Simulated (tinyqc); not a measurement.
Biaxially strained (001) channel, valley splitting in an inversion layer: one step of the calculation.

A thin layer grown on a relaxed buffer is stretched in the plane. The two valleys with their long axis along the growth direction (D2) sink against the four in-plane ones (D4); confinement in a triangular well splits them too. Only the lowest subband of each set is kept; one relaxation time, so the weakening of intervalley scattering is left out.

Problem. Share of the light valleys and conductivity mass. EF solves Ns = N2 ln(1 + exp((EF - E2)/Vt)) + N4 ln(1 + exp((EF - E4)/Vt)); f2 is the share in D2, and 1/mc = f2/mt + (1 - f2)(1/mt + 1/ml)/2.

Inputs (values chosen for the exercise); values close to those of silicon on relaxed silicon-germanium:
- T = 250 K (temperature)
- ml = 0.913 m0 (longitudinal mass)
- mt = 0.186 m0 (transverse mass)
- Ns = 2.2e12 cm^-2 (inversion density)

Constants: q = 1.602176634e-19 C, kB = 1.380649e-23 J/K, Vt = kB T/q. Results are converted to the units shown.

EF = 0.18460491 eV
E2 = 0.18618475 eV
N2 = 3.3477501e12 cm^-2

Find: f2; mc.

Solution.

f2 = 0.99999
mc = 0.18600 m0

Program tinyqc, `OMP_NUM_THREADS=1 python tinyqc.py 2530014 2530015 out.jsonl`; Intel Xeon 2.30GHz, shared host, one thread, about 0.01 s.
